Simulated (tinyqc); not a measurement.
Mesh and choice of bands: charge neutrality level from zone-averaged pseudopotential bands.

Empirical pseudopotential on the fcc lattice, atoms at +/- tau, tau = a (1,1,1)/8, no spin-orbit coupling. H(G,G') = c (2 pi/a)^2 |k + G|^2 delta + VS(q) cos(q.tau) + i VA(q) sin(q.tau), q = G - G', c = hbar^2/2m0; k and G in units of 2 pi/a; VS at |q|^2 = 3, 8, 11 and VA at 3, 4, 11, in rydberg, zero elsewhere. At each k the basis holds all G with |k + G|^2 up to 16; energies are counted from the fourth level at Gamma.

Mesh: k = sum_i (n_i + 1/2)/N b_i, n_i = 0 ... N - 1, b = (-1,1,1), (1,-1,1), (1,1,-1); points with the same sorted |kx|, |ky|, |kz| after folding to the shortest k + G are joined, with their count as weight. Neutrality (branch-point) level: E_N = (1/2) mean over k of [E5 + (E3 + E4)/2], E_n the n-th level from below.

Constants: hbar^2/2m0 = 3.80998211 eV angstrom^2; Ry = 13.60569312 eV.

Parameters, chosen for this exercise (out of a larger set: classic local form factors of the size used for GaAs, without spin-orbit coupling; not measured data):
- a = 5.63 angstrom (lattice constant)
- VS = (-0.227, 0.01, 0.059) Ry (symmetric form factors)
- VA = (0.071, 0.049, 0.011) Ry (antisymmetric form factors)

E_N with E5 alone, and with (E5 + E6)/2 in its place.

Results:

| N | joined points | E_N (eV) | E_N, two conduction bands (eV) |
|---|---|---|---|
| 1 | 1 | 0.3050 | 1.1308 |
| 2 | 2 | 0.2533 | 0.9633 |
| 3 | 6 | 0.5024 | 0.8725 |
| 4 | 10 | 0.4720 | 0.8863 |
| 5 | 19 | 0.4807 | 0.8775 |

What can be read from this table?

For scale, the lowest gap of this set is 1.35 eV. Against N = 5 the errors are -176, -227, +22 and -9 meV for N = 1 to 4 (N = 1 is the L point alone). Taking the second conduction band in moves E_N by +0.40 eV, more than the mesh error at N = 2: the definition, not the mesh, limits the estimate. Local form factors place the indirect gaps only to a few tenths of an eV, and E_N moves with them.

Run: tinyqc, `OMP_NUM_THREADS=1 python tinyqc.py 1851132 1851133 out.jsonl`; Intel(R) Xeon(R) Processor @ 2.30GHz, one thread, shared host; about 0.09 s of CPU time with all checks.
